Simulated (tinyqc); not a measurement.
## Contact resistivity and sheet resistance from two contact lengths

Problem. Rc = [sqrt(rc Rsh)/Wc] coth(Lc/(2 LT)), LT = sqrt(rc/Rsh), Wc = 25 nm; the second contact is twice as long as the first. Find LT, rc and Rsh.

Rc for Lc = 44 and 88 nm (ohm): 200.484536  177.303573

Answer. With t = tanh(Lc/(2 LT)) for the shorter contact, the resistance of the longer over that of the shorter is (1 + t^2)/2. Then sqrt(rc Rsh) = Rc t Wc, and rc and Rsh follow by multiplying and dividing by LT.

LT = 16.2 nm
rc = 7.10e-10 ohm cm^2
Rsh = 272 ohm

Numbers from tinyqc (`OMP_NUM_THREADS=1 python tinyqc.py 2170057 2170058 out.jsonl`; about 0.07 s on one thread of a shared Intel Xeon 2.30GHz).
